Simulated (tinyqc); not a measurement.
Leakage through a gate insulator: direct, Fowler-Nordheim, trap-assisted and Poole-Frenkel currents: one step, computed by the program tinyqc.

Electrons enter from the cathode Fermi level at x = 0; the conduction band of the insulator lies phi_b - e F x above it, F = V/t. WKB exponents use a parabolic band with mass m.

Problem. One trap at several depths. For a level a distance phi(x) below the band, the WKB exponent is 2 int kappa dx with kappa = sqrt(m phi/(hbar^2/2m_0)); for a linear barrier from phi_1 down to phi_2 = max(phi_1 - e F d, 0) it is G = (4/3) sqrt(m/(hbar^2/2m_0)) (phi_1^(3/2) - phi_2^(3/2))/(e F). A trap at depth x lies phi_t below the band. Capture: tunnel at the cathode Fermi level from 0 to x (G_in from phi_1 = phi_b), rate nu_0 exp(-G_in - E_c/k_B T) with E_c = E_a + max(phi_b - phi_t - e F x, 0), the last term being the height of the trap above the cathode Fermi level. Emission: tunnel from the trap level to the anode (G_out from phi_1 = phi_t over t - x), rate nu_0 exp(-G_out - E_a/k_B T). Re-emission to the cathode follows from detailed balance, rate_back = rate_in exp(dE/k_B T) with dE = phi_b - phi_t - e F x. Each trap passes R = rate_in rate_out/(rate_in + rate_back + rate_out) electrons per second; filling from the anode is left out. Depths: t times 0.08, 0.2, 0.32, 0.44, 0.56, 0.68, 0.8 and 0.92, rounded to 0.01 nm.

Inputs (values chosen for the exercise, with an insulator like SiO2):

| quantity | value | unit |
|---|---|---|
| thickness t | 6.7 | nm |
| barrier phi_b | 2.96 | eV |
| tunnelling mass m | 0.42 | m_0 |
| voltage across the insulator V | 2.1 | V |
| trap depth phi_t | 1.5 | eV |
| attempt rate nu_0 | 3e+12 | 1/s |
| activation of capture E_a | 0.11 | eV |
| temperature T | 350 | K |

Constants: k_B = 8.617333262e-05 eV/K; hbar^2/(2 m_0) = 3.80998212 eV angstrom^2.

Give: Rates.

Solution.

Rates:

| x (nm) | G_in | G_out | E_c (eV) | rate in (1/s) | rate back (1/s) | rate out (1/s) | R (1/s) |
|---|---|---|---|---|---|---|---|
| 0.54 | 6.08 | 25.95 | 1.401 | 4.642e-11 | 1.789e+08 | 4.211e-01 | 1.093e-19 |
| 1.34 | 14.75 | 25.95 | 1.150 | 3.244e-11 | 3.065e+04 | 4.211e-01 | 4.457e-16 |
| 2.14 | 23.01 | 25.68 | 0.899 | 3.443e-11 | 7.975e+00 | 5.493e-01 | 2.219e-12 |
| 2.95 | 30.91 | 23.34 | 0.645 | 5.731e-11 | 2.933e-03 | 5.740e+00 | 5.728e-11 |
| 3.75 | 38.25 | 19.78 | 0.395 | 1.517e-10 | 1.903e-06 | 2.002e+02 | 1.517e-10 |
| 4.56 | 45.18 | 15.28 | 0.141 | 6.758e-10 | 1.873e-09 | 1.805e+04 | 6.758e-10 |
| 5.36 | 51.47 | 10.10 | 0.110 | 3.455e-12 | 2.347e-15 | 3.228e+06 | 3.455e-12 |
| 6.16 | 57.18 | 4.27 | 0.110 | 1.150e-14 | 1.915e-21 | 1.098e+09 | 1.150e-14 |

The most effective of these traps sits at 4.56 nm, 68 % of the way; where rate back exceeds rate out, re-emission drains the trap, and elsewhere the slower forward step limits R; here capture limits, and the best depth is where the trap level drops to the cathode Fermi level.
